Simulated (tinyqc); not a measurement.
# Haynes-Shockley experiment: drift, diffusion and decay of a minority-carrier pulse, step by step

A worked calculation. Computed by tinyqc, a small Python program that keeps every step. Command: `OMP_NUM_THREADS=1 python tinyqc.py 3110978 3110979 out.jsonl haynes walk`. One thread of a shared host (Intel(R) Xeon(R) Processor @ 2.30GHz), about 0.01 s of CPU time with the checks. Intermediate numbers are printed to about 6 digits and carried at full precision; extremes and crossings named in words are read from the listed rows.

A thin sheet of excess carriers is made at x = 0, t = 0 in a long uniform bar; injection is low, so the pulse moves with the minority mobility.

Inputs (values chosen for the exercise, modelled on electrons in p-type germanium in a lightly doped bar):
```
quantity                       value         unit
minority mobility mu            4260   cm^2/(V s)
lifetime tau                      51  microsecond
temperature T                    300            K
field F                          5.4         V/cm
distance d to the collector     0.93           cm
second distance d2               1.9           cm
injected sheet density N0    4.9e+10       1/cm^2
```

Constants: k_B = 8.617333262e-05 eV/K.

## Transport coefficients

D = mu k_B T/e, v = mu F. Transit time d/v, diffusion length sqrt(D tau), drift length v tau, Peclet number v d/D = e F d/(k_B T).

D = 110.130 cm^2/s

drift velocity v = 23004 cm/s

transit time d/v = 40.4278 microsecond

diffusion length = 749.440 micrometre

drift length v tau = 1.173204 cm

Peclet number = 194.260

The pulse must travel 0.793 drift lengths.

## The signal at the collector

dn(x, t) = N0/sqrt(4 pi D t) exp(-(x - v t)^2/(4 D t) - t/tau). At fixed x the signal peaks where d ln(dn)/dt = 0: a t^2 + t/2 - x^2/(4 D) = 0 with a = v^2/(4 D) + 1/tau. The full width at half maximum is found by solving dn(x, t) = peak/2 on both sides of the peak.

time of the peak t_p = 39.8975 microsecond

peak density = 9.45670e+10 1/cm^3

width at half maximum = 9.51129 microsecond

The peak comes 1.3 % before d/v, since spreading and recombination both weaken the later part of the pulse.

## Shape in time

Times are 0.7, 0.8, 0.9, 0.95, 1, 1.05, 1.1, 1.2 and 1.4 t_p.

Signal at d:
```
t/t_p  t (microsecond)  dn (1/cm^3)      dn/peak
0.70           27.9283  1.73880e+08  1.83869e-03
0.80           31.9180  8.16916e+09  8.63849e-02
0.90           35.9078  5.48832e+10  5.80363e-01
0.95           37.9027  8.31340e+10  8.79102e-01
1.00           39.8975  9.45670e+10  1.00000e+00
1.05           41.8924  8.41622e+10  8.89975e-01
1.10           43.8873  6.05995e+10  6.40811e-01
1.20           47.8771  1.85006e+10  1.95635e-01
1.40           55.8566  3.52410e+08  3.72656e-03
```

At 0.9 and 1.1 t_p the signal is 0.580 and 0.641 of its peak: the trailing side is the wider one.

## Simple reading of the pulse

With w the full width at half maximum: mu = d/(F t_p); D = (w d)^2/(16 ln2 t_p^3); Einstein ratio D/mu against k_B T/e.

apparent mobility = 4316.61 cm^2/(V s)

apparent D = 111.086 cm^2/s

apparent D/mu = 25.7346 mV

error of mu = 1.32891 %

error of D = 0.868787 %

The true k_B T/e is 25.85 mV.

## Two distances

Differences remove part of the bias: mu = (d2 - d)/(F (t_p2 - t_p)). The time-integrated signal is A(x) = (N0/u) exp(x (v - u)/(2 D)), u = sqrt(v^2 + 4 D/tau); the simple lifetime is tau = (t_p2 - t_p)/ln(A(d)/A(d2)).

t_p2 = 81.7239 microsecond

mobility from two distances = 4294.65 cm^2/(V s)

area ratio A(d)/A(d2) = 2.27834

lifetime from areas = 50.7941 microsecond

Errors: mobility +0.81 % (one distance +1.33 %), lifetime -0.40 %.

## How the errors depend on the field

With w that width: mu = d/(F t_p); D = (w d)^2/(16 ln2 t_p^3). The field is scaled by the factors listed.

Errors of the simple reading:
```
factor  F (V/cm)    v d/D  v^2 tau/(4 D)  error of mu (%)  error of D (%)
0.5         2.70    97.13          15.32          4.24757         1.70507
0.7         3.78   135.98          30.02          2.38997         1.23338
1.0         5.40   194.26          61.27          1.32891         0.86879
1.5         8.10   291.39         137.85          0.70584         0.58086
2.5        13.50   485.65         382.91          0.33662         0.34887
4.0        21.60   777.04         980.24          0.17977         0.21805
7.0        37.80  1359.82        3001.99          0.09022         0.12458
```

The error of mu falls from 4.25 to 0.0902 %. For large v d/D it is about D/(v d) + 2 D/(v^2 tau), here 0.0902 % in the last row: one part from spreading, one from recombination.

Checks made by the program: area of the signal against its closed form (relative difference below 1e-10).
